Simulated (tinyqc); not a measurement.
# Planar ballistic transistor, top-of-the-barrier model, step by step

Numbers from tinyqc (`OMP_NUM_THREADS=1 python tinyqc.py 2400120 2400121 out.jsonl`; about 0.01 s on one thread of a shared Intel Xeon 2.30GHz). Printed values are rounded.

At the top of the source barrier, states moving towards the drain are filled by the source (Fermi level 0) and states moving back by the drain (Fermi level -q Vd); nothing scatters. U is the shift of the band edge there, set by the capacitances CG, CD and CS (the total) and by the charge. Parabolic two-dimensional band; the source is grounded.

Inputs (values chosen for the exercise); mass and valleys close to those of gallium arsenide: temperature T = 300 K; effective mass m = 0.0684 m0; valley degeneracy gv = 1; relative permittivity of the gate insulator eox = 9; insulator thickness tox = 3.8 nm; gate control CG/CS aG = 0.93; drain control CD/CS aD = 0.068; band edge at the barrier top above the source Fermi level at zero bias E0 = 0.38 eV; gate voltage Vg = 0.6 V; drain voltage Vd = 0.6 V.

Constants: q = 1.602176634e-19 C, kB = 1.380649e-23 J/K, hbar = 1.054571817e-34 J s, m0 = 9.1093837015e-31 kg, Vt = kB T/q, eps0 = 8.8541878128e-14 F/cm where lengths are in cm. Results are converted to the units shown.

## Density of states, capacitances and charge at zero bias

N0 = gv m kB T/(pi hbar^2), CG = eps0 eox/tox, vT = sqrt(2 kB T/(pi m)), CS = CG/aG, n0 = n at U = 0 and Vd = 0. eta1 = -(E0 + U)/Vt, eta2 = eta1 - Vd/Vt, n = (N0/2)[F_0(eta1) + F_0(eta2)], F_0(x) = ln(1 + exp x). UL = -(aG Vg + aD Vd).

N0 = 7.38665e11 cm^-2
CG = 2.09704 uF/cm^2
CS = 2.25489 uF/cm^2
n0 = 3.05301e5 cm^-2
UL = -0.5988 eV

## Iteration 1: self-consistent potential at the barrier top

U at the start (U = UL) = -0.5988 eV

eta1 = -(E0 + U)/Vt, eta2 = eta1 - Vd/Vt, n = (N0/2)[F_0(eta1) + F_0(eta2)], F_0(x) = ln(1 + exp x). U(out) = UL + q (n - n0)/CS. Newton step: U(new) = U + (U(out) - U)/(1 + CQ/CS), CQ = (q/Vt) dn/d(eta1) with both F' summed; F_0'(x) = 1/(1 + exp(-x)).

eta1 = 8.46356
eta2 = -14.7455
n = 3.12595e12 cm^-2
U(out) = -0.376691 eV
CQ = 2.28845 uF/cm^2
U after iteration 1 = -0.488566 eV

## Iteration 2: self-consistent potential at the barrier top

As before.

eta1 = 4.19951
eta2 = -19.0095
n = 1.55652e12 cm^-2
U(out) = -0.488204 eV
CQ = 2.25510 uF/cm^2
U after iteration 2 = -0.488385 eV

## Course of the iteration: self-consistent potential at the barrier top

Stop when U changes by less than 1e-9 eV, or after 90 iterations.

Course of the iteration:

| iteration | U (eV) | \|change\| (eV) |
|---|---|---|
| 1 | -0.488566 | 0.110 |
| 2 | -0.488385 | 1.81e-4 |
| 3 | -0.488385 | 4.69e-9 |
| 4 | -0.488385 | 0 |

Converged in 4 iterations. The change falls from 0.11 in the first iteration to below the tolerance in the last.

## Current, mean velocity and share of the gate voltage

converged U = -0.488385 eV

N0 = gv m kB T/(pi hbar^2), CG = eps0 eox/tox, vT = sqrt(2 kB T/(pi m)), CS = CG/aG, n0 = n at U = 0 and Vd = 0. eta1 = -(E0 + U)/Vt, eta2 = eta1 - Vd/Vt, n = (N0/2)[F_0(eta1) + F_0(eta2)], F_0(x) = ln(1 + exp x). I = q (N0/2) vT [F_(1/2)(eta1) - F_(1/2)(eta2)] per width, F_(1/2)(x) = (2/sqrt(pi)) int_0^infinity u^(1/2)/(1 + exp(u - x)) du. Mean velocity I/(q n). CQ = (q/Vt) dn/d(eta1); the band edge follows the gate as -dU/dVg = aG/(1 + CQ/CS).

eta1 = 4.19252
n = 1.55397e12 cm^-2
I = 844.566 uA/um
mean velocity = 3.39219e7 cm/s
CQ = 2.25487 uF/cm^2
-dU/dVg = 0.465002 eV/V

The carriers from the source are degenerate (eta1 = 4.19), and the mean velocity is 1.65 times vT = sqrt(2 kB T/(pi m)) = 2.06e7 cm/s.
